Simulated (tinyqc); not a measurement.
Raising the surface concentration at fixed length: sheet resistance of a shallow doped layer with concentration-dependent mobility and limited activation. Computed by tinyqc, a small Python program. Command: `OMP_NUM_THREADS=1 python tinyqc.py 3019902 3019903 out.jsonl irvin walk`. One thread of a shared host (Intel(R) Xeon(R) Processor @ 2.30GHz), about 0.03 s of CPU time with the checks.

A layer of one dopant lies in a background of the opposite type. Current flows parallel to the surface down to the junction; depletion is ignored.

Inputs (values chosen for the exercise, modelled on phosphorus in silicon): surface concentration C_s = 2.7e+20 1/cm^3; length l = 11 nm; tail abruptness = 3 nm/decade; background C_B = 1.4e+16 1/cm^3; mobility floor mu_min = 71.6 cm^2/(V s); mobility mu_max = 1460 cm^2/(V s); reference density N_r = 9.91e+16 1/cm^3; exponent alpha = 0.73; prefactor of the active limit = 8.4e+21 1/cm^3; energy of the active limit = 0.329 eV; anneal temperature T = 950 C.

Profile: box with exponential tail.

Constants: k_B = 8.617333262e-05 eV/K; e = 1.602176634e-19 C.

Method:
- C(x) = C_s for x < l and C_s 10^(-(x - l)/abruptness) beyond.
- Temperatures in kelvin are T(C) + 273.15.
- Active limit C_a = prefactor x exp(-energy/(k_B T)); the junction lies where C = C_B, and the profile exceeds C_a down to x_a (zero if C_s is below C_a). Slope at the junction in nm per decade = ln(10) C/|dC/dx|.
- Active density N = min(C, C_a); carriers n = N - C_B; mobility mu = mu_min + (mu_max - mu_min)/(1 + ((N + C_B)/N_r)^alpha).
- Integrals from 0 to x_j, where C = C_B (Gauss-Legendre, 60 points on each smooth piece; 1 nm = 1e-7 cm): dose int C dx, carriers int n dx, mean mobility int n mu dx/int n dx, R_s = 1/(e int n mu dx).
- The last column drops the active limit.

active limit C_a = 3.70418e+20 1/cm^3

Layers:
```
C_s (1/cm^3)  x_j (nm)  dose (1/cm^2)  mean mu (cm^2/(V s))  R_s (ohm/square)  R_s if all active
1.00e+18        16.562     1.2285e+12                301.40             17182         1.7182e+04
3.00e+18        17.993     3.6890e+12                188.88              9019         9.0192e+03
1.00e+19        19.562     1.2301e+13                124.50              4084         4.0845e+03
3.00e+19        20.993     3.6907e+13                 96.44              1755         1.7549e+03
1.00e+20        22.562     1.2303e+14                 82.26               617         6.1691e+02
2.00e+20        23.465     2.4606e+14                 78.11               325         3.2478e+02
5.00e+20        24.659     6.1514e+14                 75.77               175         1.3533e+02
1.00e+21        25.562     1.2303e+15                 75.72               164         6.8879e+01
2.00e+21        26.465     2.4606e+15                 75.68               154         3.4821e+01
```

R_s falls as C_s^-0.59 between the first rows and as C_s^-0.09 between the last. Below C_a = 3.7e20 the exponent is set by the mobility, which drops from 301 towards mu_min. Above C_a extra dose only widens the clipped region: in the last row R_s is 4.41 times the fully active value. Caution: in rows with more than about 2e20 active atoms per cm^3 measured mobilities fall further than this form.
